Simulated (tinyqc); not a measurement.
## A chain with two barriers and dephasing by Buettiker voltage probes: effect of the dephasing strength

Sites 1 to 5 form a chain with hopping -t. Lead L joins site 1 and lead R site 5, both semi-infinite chains with hopping -t and site energy 0. Every site carries a probe with self-energy -i Gamma_p/2 that draws no net current. Linear response at zero temperature: mu_L = 1, mu_R = 0 in units of the bias.

Sigma = t^2 g(E), g(x) = (x - i sqrt(4 t^2 - x^2))/(2 t^2) for |x| < 2 t and (x - sign(x) sqrt(x^2 - 4 t^2))/(2 t^2) otherwise; Gamma = -2 Im Sigma; G = (E - H - Sigma_L - Sigma_R + i Gamma_p/2)^(-1). With Gamma the broadening by one lead, T_RL = Gamma^2 |G_(5,1)|^2, T_pL = Gamma Gamma_p |G_(p,1)|^2, T_pR = Gamma Gamma_p |G_(p,5)|^2, T_pq = Gamma_p^2 |G_(p,q)|^2 for p != q. No current into probe p: W mu = T_pL with W_pp = T_pL + T_pR + sum_q T_pq and W_pq = -T_pq. Then T_eff = T_RL + sum_p T_pR mu_p, and the resistance is (h/2q^2)/T_eff. Without probes means Gamma_p = 0.

Parameters, values chosen for the exercise: hopping (matrix element -t) t = 1 eV; site energies 1 to N U = [1.8, 0, 0, 0, 1.9] eV; Fermi energy E = -0.1 eV.

Constants: q = 1.602176634e-19 C, h = 6.62607015e-34 J s. Results are converted to the units shown.

Effect of the dephasing strength:
```
gp (eV)	T_RL	through probes	T_eff	resistance (kohm)
0.01	0.30924	0.0088377	0.31807	40.577
0.018	0.30464	0.015770	0.32041	40.281
0.032	0.29661	0.027598	0.32421	39.809
0.056	0.28299	0.046939	0.32992	39.119
0.1	0.25864	0.079236	0.33788	38.198
0.18	0.21752	0.12765	0.34516	37.392
0.32	0.15777	0.18464	0.34241	37.693
0.56	0.089493	0.22774	0.31723	40.684
1	0.032460	0.23179	0.26425	48.842
1.8	0.0059191	0.19063	0.19655	65.664
```

Without probes the transmission is 0.315. T_eff goes from 0.318 through a maximum of 0.345 (at gp = 0.18 eV among the rows listed) to 0.197; the direct part falls from 0.309 to 0.00592 and the part through probes goes from 0.00884 through a maximum of 0.232 (at gp = 1 eV among the rows listed) to 0.191. Weak dephasing raises T_eff here: the incoherent path through the probes gains more than the direct part loses.

Computed by the program tinyqc: `OMP_NUM_THREADS=1 python tinyqc.py 2700022 2700023 out.jsonl`, one thread of a shared Intel Xeon 2.30GHz, about 0.01 s for the whole run.
